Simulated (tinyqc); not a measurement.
Permeation of metal atoms or ions through a thin barrier or dielectric: time lag, field-aided drift and lifetime: one step, computed by the program tinyqc. Command: `OMP_NUM_THREADS=1 python tinyqc.py 3015669 3015670 out.jsonl barrier walk`. One thread of a shared host (Intel(R) Xeon(R) Processor @ 2.30GHz), about 0.01 s of CPU time with the checks.

The film 0 < x < d is empty at first; C = C0 at x = 0 and C = 0 at x = d. dC/dt = D d2C/dx2 - v dC/dx with drift v = D z e V/(k_B T d) (uniform field, no space charge).

Problem. Time to the critical dose. Steady flux J = (D C0/d) P/(1 - exp(-P)); time lag in units of d^2/D: s_L = [P (1 + exp(-P))/(1 - exp(-P)) - 2]/P^2 (P = 0: J = D C0/d, s_L = 1/6). Dose through the film Q(s) = C0 d {f (s - s_L) - 2 exp(P/2) sum_(n=1..200) (-1)^n n^2 pi^2 exp(-l_n s)/l_n^2}, l_n = n^2 pi^2 + P^2/4, f = P/(1 - exp(-P)) the relative flux. Temperatures in kelvin are T(C) + 273.15. Solve Q = Q_c for s. At the use temperature D and P take T_u, with the same C0 and V; 1 year = 3.15576e7 s.

Inputs (values chosen for the exercise, for a model case: singly charged ions through a dielectric):
```
quantity                                   value    unit
thickness d                                   59      nm
prefactor D0                             7.6e-08  cm^2/s
activation energy E                        0.874      eV
concentration at the source side C0      3.6e+14  1/cm^3
charge number z                                1       -
voltage V (positive drives ions across)     0.44       V
critical dose Q_c                          1e+08  1/cm^2
test temperature T                           275       C
use temperature T_u                           70       C
```

Peclet number P = 9.314947

time scale d^2/D = 49726.20 s

Constants: k_B = 8.617333262e-05 eV/K.

Give: s at the critical dose; failure time at T; failure time at T_u.

Solution.

s at the critical dose = 0.06477

failure time at T = 3221 s

failure time at T_u = 4.722 years

Caution: grain boundaries, pinholes, trapping and space charge are left out; thin real barriers usually fail at defects.
